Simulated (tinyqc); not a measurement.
Gated two-dimensional channel with two bands, quantum capacitance: one step of the calculation.

phi is the Fermi level above the lowest band edge, in volts; Vg is counted from the gate voltage at which an empty channel would have phi = 0. The channel has no thickness; trap charge is -q Dit phi.

Task. New phi. D1 = gv md m0 q/(pi hbar^2), D2 = g2 m2 m0 q/(pi hbar^2) per eV; n1 = D1 Vt ln(1 + exp(phi/Vt)), n2 = D2 Vt ln(1 + exp((phi - E2)/Vt)), n = n1 + n2; Cq = q dn/dphi = q [D1/(1 + exp(-phi/Vt)) + D2/(1 + exp((E2 - phi)/Vt))]. Newton: f = phi + q (n + Dit phi)/Cox - Vg, phi(new) = phi - f/(1 + (Cq + q Dit)/Cox).

Inputs (values chosen for the exercise); lowest band close to that of monolayer MoS2:
- T = 300 K (temperature)
- md = 0.495 m0 (in-plane mass)
- gv = 2 (valley degeneracy)
- m2 = 1 m0 (in-plane mass of a second band, chosen freely)
- g2 = 4 (valley degeneracy of that band, chosen freely)
- E2 = 0.24 eV (second band edge above the first)
- Dit = 3.6e12 cm^-2 eV^-1 (density of traps)
- Vg = 0.78 V (gate voltage)

Constants: q = 1.602176634e-19 C, kB = 1.380649e-23 J/K, hbar = 1.054571817e-34 J s, m0 = 9.1093837015e-31 kg, Vt = kB T/q. Results are converted to the units shown.

phi after iteration 1 = -0.015419211 V
Cox = 0.67708495 uF/cm^2

Find: n1; n2; Cq; f; phi after iteration 2.

Result.

n1 = 4.6908e12 cm^-2
n2 = 2.2110e9 cm^-2
Cq = 23.546 uF/cm^2
f = 0.30194 V
phi after iteration 2 = -0.023663 V

Program tinyqc, `OMP_NUM_THREADS=1 python tinyqc.py 2200001 2200002 out.jsonl`; Intel Xeon 2.30GHz, shared host, one thread, about 0.01 s.
